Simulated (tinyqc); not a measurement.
Inside a calculation. Method: geometry optimisation on the UHF/sto-6g surface (energies and gradients from PySCF), for H4+, spin multiplicity 2. Computed by tinyqc, a small Python program that keeps every step (integrals from PySCF). Settings: charge = 1, multiplicity = 2, basis = sto-6g, optimiser = sd, first Hessian = 0.3, largest step = 0.3, iteration cap = 30. Command: `OMP_NUM_THREADS=1 python tinyqc.py 27981 27982 out.jsonl` (the two numbers bound the seeds that draw the settings). One thread of a shared host (Intel(R) Xeon(R) Processor @ 2.60GHz), about 2 s of CPU time with the checks.

positions at the start (bohr):
```
            x          y         z
1H  -0.088817  -0.020787  0.081258
2H   0.047243   0.054802  1.421074
3H  -0.083148  -0.045353  3.641502
4H   0.017008  -0.060471  5.013443
```

Stop when the largest gradient component is below 3e-5 hartree/bohr.

Course of the optimisation:
```
step  E (hartree)  largest gradient (hartree/bohr)
1     -1.71805397                         1.35e-01
2     -1.75237422                         1.14e-02
3     -1.75260783                         5.14e-03
4     -1.75269464                         3.70e-03
5     -1.75272053                         1.76e-03
6     -1.75273003                         1.29e-03
7     -1.75273343                         6.29e-04
8     -1.75273480                         4.69e-04
9     -1.75273542                         2.29e-04
10    -1.75273578                         1.76e-04
11    -1.75273603                         1.16e-04
12    -1.75273624                         1.11e-04
13    -1.75273643                         1.10e-04
14    -1.75273661                         1.07e-04
15    -1.75273678                         1.06e-04
16    -1.75273695                         1.04e-04
17    -1.75273711                         1.03e-04
18    -1.75273727                         1.01e-04
19    -1.75273742                         9.92e-05
20    -1.75273757                         9.75e-05
21    -1.75273771                         9.59e-05
22    -1.75273785                         9.43e-05
23    -1.75273799                         9.28e-05
24    -1.75273812                         9.12e-05
25    -1.75273825                         8.97e-05
26    -1.75273837                         8.83e-05
27    -1.75273849                         8.70e-05
28    -1.75273860                         8.57e-05
29    -1.75273871                         8.44e-05
30    -1.75273882                         8.31e-05
```

Can the last value be used, and what does the course show?

Not by the stop rule, although the second column moves by less than 1e-06 over the last three steps. Not converged within 30 steps: the energy falls at every step, but slowly. Reruns: method bfgs, first Hessian 0.6, largest step 0.3: converged in 17 (E = -1.75274).
